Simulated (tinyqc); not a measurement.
Quantum point contact as a saddle point: one step of the calculation.

Potential V0 - m wx^2 x^2/2 + m wy^2 y^2/2; energies are counted from V0. Mode n = 0, 1, ... transmits T_n(E) = 1/(1 + exp(-2 pi (E - E_n)/wx)), E_n = wy (n + 1/2); each mode carries 2 q^2/h.

Problem. Transmissions at the Fermi level. At zero temperature g = G/(2 q^2/h) = sum T_n(mu); Fano factor sum T_n (1 - T_n)/sum T_n. Modes beyond those listed are in the sums but add less than 1e-4 to g.

Values chosen for this exercise:
- wy = 3.6 meV (transverse quantum hbar wy)
- wx = 1.9 meV (curvature of the barrier hbar wx)
- mu = 10.52 meV (Fermi level above the saddle point)

Constants: q = 1.602176634e-19 C, h = 6.62607015e-34 J s. Results are converted to the units shown.

Wanted: E_n; T_n; g; G; Fano factor.

Solution.

| mode | E_n (meV) | T_n |
|---|---|---|
| 0 | 1.800 | 1.0000 |
| 1 | 5.400 | 1.0000 |
| 2 | 9.000 | 0.9935 |
| 3 | 12.600 | 0.0010 |
| 4 | 16.200 | 0.0000 |

g = 2.9945
G = 232.02 uS
Fano factor = 0.002506

Computed by the program tinyqc: `OMP_NUM_THREADS=1 python tinyqc.py 2740107 2740108 out.jsonl`, one thread of a shared Intel Xeon 2.30GHz, about 0.07 s for the whole run.
